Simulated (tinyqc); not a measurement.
# Nanowire ballistic transistor, top-of-the-barrier model: effect of the valley degeneracy

At the top of the source barrier, states moving towards the drain are filled by the source (Fermi level 0) and states moving back by the drain (Fermi level -q Vd); nothing scatters. U is the shift of the band edge there, set by the capacitances CG, CD and CS (the total) and by the charge. Parabolic one-dimensional subband; the source is grounded.

N0 = gv sqrt(2 m kB T/pi)/hbar, CG = 2 pi eps0 eox/ln(1 + 2 tox/d), CS = CG/aG, n0 = n at U = 0 and Vd = 0. eta1 = -(E0 + U)/Vt, eta2 = eta1 - Vd/Vt, n = (N0/2)[F_(-1/2)(eta1) + F_(-1/2)(eta2)], F_(-1/2)(x) = (1/sqrt(pi)) int_0^infinity u^(-1/2)/(1 + exp(u - x)) du. U = UL + q (n - n0)/CS with UL = -(aG Vg + aD Vd), energies in eV. I = gv (2 q^2/h) Vt [ln(1 + exp eta1) - ln(1 + exp eta2)]. CQ = (q/Vt) dn/d(eta1). E0 is held fixed.

Inputs (values chosen for the exercise); mass and valleys close to those of gallium arsenide: temperature T = 200 K; effective mass m = 0.0701 m0; relative permittivity of the gate insulator eox = 3.9; insulator thickness tox = 2.9 nm; wire diameter d = 3 nm; gate control CG/CS aG = 0.86; drain control CD/CS aD = 0.044; band edge at the barrier top above the source Fermi level at zero bias E0 = 0.16 eV; gate voltage Vg = 0.5 V; drain voltage Vd = 0.5 V.

Constants: q = 1.602176634e-19 C, kB = 1.380649e-23 J/K, hbar = 1.054571817e-34 J s, h = 6.62607015e-34 J s, m0 = 9.1093837015e-31 kg, Vt = kB T/q, eps0 = 8.8541878128e-14 F/cm where lengths are in cm. Results are converted to the units shown.

Result of one run:

| eta1 | n (cm^-1) | I (uA) | mean velocity I/(q n) (cm/s) | CQ/CS |
|---|---|---|---|---|
| 3.958 | 3.275e6 | 15.93 | 3.037e7 | 1.849 |

Which valley degeneracy gv gave this result: 1, 2, 3, 4 or 6?

gv = 3.

The whole series:

| gv | eta1 | n (cm^-1) | I (uA) | mean velocity I/(q n) (cm/s) | CQ/CS |
|---|---|---|---|---|---|
| 1 | 9.902 | 1.776e6 | 13.22 | 4.648e7 | 0.3623 |
| 2 | 6.040 | 2.750e6 | 16.14 | 3.663e7 | 0.9560 |
| 3 | 3.958 | 3.275e6 | 15.93 | 3.037e7 | 1.849 |
| 4 | 2.789 | 3.570e6 | 15.22 | 2.661e7 | 2.964 |
| 6 | 1.582 | 3.874e6 | 14.17 | 2.284e7 | 5.225 |

As gv goes from 1 to 6, n rises from 1.78e6 to 3.87e6 cm^-1, the mean velocity falls from 4.65e7 to 2.28e7 cm/s and the current goes from 13.2 through a maximum of 16.1 (at gv = 2 among the rows listed) to 14.2 uA. CQ/CS goes from 0.36 to 5.2.

Program tinyqc, `OMP_NUM_THREADS=1 python tinyqc.py 2400083 2400084 out.jsonl`; Intel Xeon 2.30GHz, shared host, one thread, about 0.04 s.
